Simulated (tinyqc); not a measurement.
Reduced Fermi level from a carrier density: charge neutrality of a doped semiconductor with incomplete ionisation. Computed by tinyqc, a small Python program. Command: `OMP_NUM_THREADS=1 python tinyqc.py 3026658 3026659 out.jsonl dopant walk`. One thread of a shared host (Intel(R) Xeon(R) Processor @ 2.30GHz), about 0.02 s of CPU time with the checks.

Energies are counted from the top of the valence band; E_D is measured down from the conduction band and E_A up from the valence band.

Inputs (values chosen for the exercise, modelled on diamond):
```
quantity              value  unit
gap at 0 K E_g0        5.57    eV
Varshni alpha      0.000482  eV/K
Varshni beta           1550     K
electron mass m_e     0.562   m_0
valleys M_c               6     -
hole mass m_h         0.784   m_0
temperature T           300     K
```

Doping: n-type. Statistics of the bands: Boltzmann.

ratios u of density to N: 0.016  0.057  0.21  0.76  2.8  10  36

Constants: m_0 = 9.1093837015e-31 kg; k_B = 1.380649e-23 J/K; h = 6.62607015e-34 J s; k_B = 8.617333262e-05 eV/K.

Method:
- E_g = E_g0 - alpha T^2/(T + beta).
- N_c = 2 M_c (2 pi m_e k_B T/h^2)^(3/2) and N_v = 2 (2 pi m_h k_B T/h^2)^(3/2), masses in units of m_0.
- n_i = sqrt(N_c N_v) exp(-E_g/(2 k_B T)); E_i = E_g/2 + (k_B T/2) ln(N_v/N_c).
- F_1/2(eta) = (2/sqrt(pi)) int_0^infinity sqrt(x)/(1 + exp(x - eta)) dx, by the trapezoid rule in t = sqrt(x) with step 0.02 up to t = 12 (for eta < -12 by exp(eta) - exp(2 eta)/2^(3/2)).
- For u = density/N of the majority band, eta solves F_1/2(eta) = u (bisection). Boltzmann: ln u. Joyce-Dixon: ln u + u/sqrt(8) - 4.95009e-3 u^2 + 1.48386e-4 u^3 - 4.42563e-6 u^4. Degenerate limit: (3 sqrt(pi) u/4)^(2/3). The last column is (eta - ln u) k_B T.

N_c = 6.34348e+19 cm^-3

k_B T = 0.0258520 eV

Eta by four rules:
```
u      density (cm^-3)        exact  Boltzmann  Joyce-Dixon  degenerate  Boltzmann error (meV)
0.016       1.0150e+18  -4.1295e+00    -4.1352  -4.1295e+00       0.077             1.4621e-01
0.057       3.6158e+18  -2.8446e+00    -2.8647  -2.8446e+00       0.179             5.2057e-01
0.21        1.3321e+19  -1.4866e+00    -1.5606  -1.4866e+00       0.427             1.9138e+00
0.76        4.8210e+19  -8.5318e-03    -0.2744  -8.5318e-03       1.007             6.8742e+00
2.8         1.7762e+20   1.9838e+00     1.0296   1.9837e+00       2.402             2.4667e+01
10          6.3435e+20   5.4563e+00     2.3026   5.4472e+00       5.612             8.1529e+01
36          2.2837e+21   1.3118e+01     3.5835   9.3859e+00      13.181             2.4650e+02
```

What follows from these numbers?

Boltzmann statistics place E_F within 1 meV of the exact value up to u = 0.0570 of those listed and miss by 246 meV at u = 36. Joyce-Dixon stays within 0.01 in eta up to u = 10.0; the degenerate limit is still 0.48 % high at the last u. Past u of about 10 the Joyce-Dixon series fails. A parabolic band is assumed throughout.
